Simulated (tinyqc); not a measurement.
Dopants and charged point defects at anneal temperature: Fermi-level effect, clustering and pairing: one step, computed by the program tinyqc. Command: `OMP_NUM_THREADS=1 python tinyqc.py 3009003 3009004 out.jsonl pairing walk`. One thread of a shared host (Intel(R) Xeon(R) Processor @ 2.30GHz), about 0.01 s of CPU time with the checks.

Boltzmann statistics and full ionisation of active dopants. Energies are counted from the valence band; the defect (a vacancy or self-interstitial) has five charge states, with all degeneracy factors one.

Question. Carrier density and Fermi level. n = A/2 + sqrt(A^2/4 + n_i^2) for an active density A. chi = n/n_i (for acceptors n_i/p); E_F = E_i + k_B T ln chi; field enhancement h = 1 + A/sqrt(A^2 + 4 n_i^2).

Inputs (values chosen for the exercise, with bands modelled on germanium): anneal temperature T = 750 K.

Dopant: donor. Second part: pairing with a mobile impurity.

active density A = 2.70e+19 cm^-3

n_i = 6.419281e+17 cm^-3

E_i = 0.2237053 eV

k_B T = 0.06463000 eV

Give: n; chi; E_F; field enhancement h.

Answer.

n = 2.7015e+19 cm^-3

chi = 42.085

E_F = 0.46540 eV

field enhancement h = 1.9989

The doping is 42.1 n_i: extrinsic conditions.
